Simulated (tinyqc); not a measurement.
Mobility of a non-polar semiconductor in the relaxation-time approximation: one step, computed by the program tinyqc.

Each valley is treated as a sphere of mass m_d for states and rates, with one isotropic relaxation time; the conductivity mass m_c sets the current.

Question. Fermi level and screening. Kane band: hbar^2 k^2/(2 m) = E (1 + alpha E), speed v = hbar k/(m (1 + 2 alpha E)), states per spin, volume and energy g(E) = m k (1 + 2 alpha E)/(2 pi^2 hbar^2); overlap factors are set to 1. Here m = m_d. Masses are multiplied by m_0 and all formulas are in SI units. The reduced Fermi level eta = E_F/(k_B T) solves n = 2 Z int g f dE with f = 1/(1 + exp(x - eta)) (Z = 1 unless valleys are given); screening length L_s = sqrt(eps_s eps_0 k_B T/(e^2 dn/deta)), dn/deta = 2 Z int g f (1 - f) dE. Integrals over x = E/(k_B T) use 160 Gauss-Legendre points in u = sqrt(x) from 0 to sqrt(max(eta, 0) + 32).

Inputs (values chosen for the exercise, modelled on electrons in germanium):

| quantity | value | unit |
|---|---|---|
| equivalent valleys Z | 4 | - |
| non-parabolicity alpha | 0.63 | 1/eV |
| static permittivity eps_s | 16 | - |
| carrier density n | 6.2e+18 | 1/cm^3 |
| temperature T | 200 | K |

Band: Kane. Impurity formula: Brooks-Herring. Further scattering: neutral impurities.

density-of-states mass m_d = 0.2153285 m_0

Constants: k_B = 8.617333262e-05 eV/K; m_0 = 9.1093837015e-31 kg; e = 1.602176634e-19 C; hbar = 1.054571817e-34 J s; eps_0 = 8.8541878128e-12 F/m; k_B = 1.380649e-23 J/K.

Give: reduced Fermi level eta; screening length L_s.

Answer.

reduced Fermi level eta = 0.45669

screening length L_s = 1.8296 nm

The gas is between the classical and degenerate limits.
